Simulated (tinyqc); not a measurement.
What each parameter does: two-dimensional electron gas with Rashba and Dresselhaus coupling.

H = c k^2/m + al (ky sx - kx sy) + b1 (kx sx - ky sy) + gam kx ky (kx sy - ky sx), s the Pauli matrices, x = [100], c = hbar^2/2m0, b1 = gam (pi/L)^2 (hard walls). H = c k^2/m + B.s, so E = c k^2/m -/+ |B| and the lower state has its spin along -B.

Constants: hbar^2/2m0 = 3.80998211 eV angstrom^2.

Parameters, chosen for this exercise (of the size met in GaAs; shifted at random, so the results belong to these values and not to a real crystal):

| symbol | value | unit | meaning |
|---|---|---|---|
| m | 0.0697 | m0 | mass |
| al | 0.019 | eV angstrom | Rashba constant |
| gam | 0 | eV angstrom^3 | bulk Dresselhaus constant |
| L | 157 | angstrom | width of the (001) well |
| n | 3.6 | 1e11/cm^2 | sheet density (one subband filled) |

Splittings 2|B| at k0 = sqrt(2 pi n) along [100], [110] and [-110], and E0 = c k0^2/m; 1e11/cm^2 = 1e-5/angstrom^2.

One parameter was then changed.

Results before and after:

| case | [100] (meV) | [110] (meV) | [-110] (meV) | E0 (meV) |
|---|---|---|---|---|
| base | 0.5715 | 0.5715 | 0.5715 | 12.36 |
| changed | 0.5715 | 0.5715 | 0.5715 | 11.24 |

Which of these changes was made? (a) m = 0.07667 m0; (b) al = 0.0228 eV angstrom; (c) L = 177 angstrom; (d) n = 5.4 1e11/cm^2; (e) gam = 3 eV angstrom^3.

Answer: (a) m = 0.07667 m0. Of the candidates, run in turn, only this one gives the changed row.

All candidates:

| case | [100] (meV) | [110] (meV) | [-110] (meV) | E0 (meV) |
|---|---|---|---|---|
| base | 0.5715 | 0.5715 | 0.5715 | 12.36 |
| m = 0.07667 m0 | 0.5715 | 0.5715 | 0.5715 | 11.24 |
| al = 0.0228 eV angstrom | 0.6858 | 0.6858 | 0.6858 | 12.36 |
| gam = 3 eV angstrom^3 | 0.5727 | 0.5974 | 0.5456 | 12.36 |
| L = 177 angstrom | 0.5715 | 0.5715 | 0.5715 | 12.36 |
| n = 5.4 1e11/cm^2 | 0.7000 | 0.7000 | 0.7000 | 18.55 |

Computed by tinyqc, a small Python program: `OMP_NUM_THREADS=1 python tinyqc.py 1481224 1481225 out.jsonl` (the numbers bound the seed that draws the inputs); one thread of a shared host (Intel(R) Xeon(R) Processor @ 2.30GHz), about 0.01 s for the whole set of steps.
